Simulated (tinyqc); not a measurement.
Splitting against the electric field: valley splitting in a one-orbital chain of atomic planes (second-neighbour model).

Each (001) plane carries one orbital with energy e0, hopping v to the next plane and u to the second: E(phi) = e0 + 2 v cos(phi) + 2 u cos(2 phi), where phi = pi - k a/4 (the sign of every second orbital is chosen so that v > 0, which shifts the phase by pi). The minimum lies at cos(phi0) = -v/(4u), phi0 = pi - (pi/2) k0 for a valley at k0 (2 pi/a), and e0 puts it at zero. A slab of N planes has hard walls: the matrix simply ends.

Inputs chosen for the exercise (out of a larger set: near those of the Delta valleys of silicon; abrupt walls in this chain split the valleys several times more than measured wells; not measured data): a = 5.442 angstrom (lattice constant; planes lie a/4 apart); Nf = 120 (planes in the thick slab).

u = 0.589841 eV
v = 0.693748 eV
e0 = 1.383671 eV

A thick slab in a field F: plane j = 0, 1, ... gains the energy F j a/4 (1 MV/m = 1e-4 V/angstrom), which presses the electron against the first wall. The exponent is the slope of ln(splitting) against ln F between 20 and 50 MV/m.

Doublet:

| F (MV/m) | mean level (meV) | splitting (meV) | splitting/F (meV per MV/m) |
|---|---|---|---|
| 1 | 7.79 | 0.1436 | 0.1436 |
| 2 | 12.27 | 0.2848 | 0.1424 |
| 5 | 22.32 | 0.7122 | 0.1424 |
| 10 | 34.99 | 1.4250 | 0.1425 |
| 20 | 54.65 | 2.8519 | 0.1426 |
| 30 | 70.78 | 4.2804 | 0.1427 |
| 50 | 97.76 | 7.1413 | 0.1428 |

exponent = 1.00

The splitting goes from 0.1436 to 7.1413 meV. At high field it grows as F^1.00: at a single hard wall it follows the squared slope of the envelope, which is proportional to F, while the level itself grows about as F^(2/3) (here F^0.63). A hard wall is the sharpest interface possible; real Si interfaces split several times less.

Run: tinyqc, `OMP_NUM_THREADS=1 python tinyqc.py 1480554 1480555 out.jsonl`; Intel(R) Xeon(R) Processor @ 2.30GHz, one thread, shared host; about 0.02 s of CPU time with all checks.
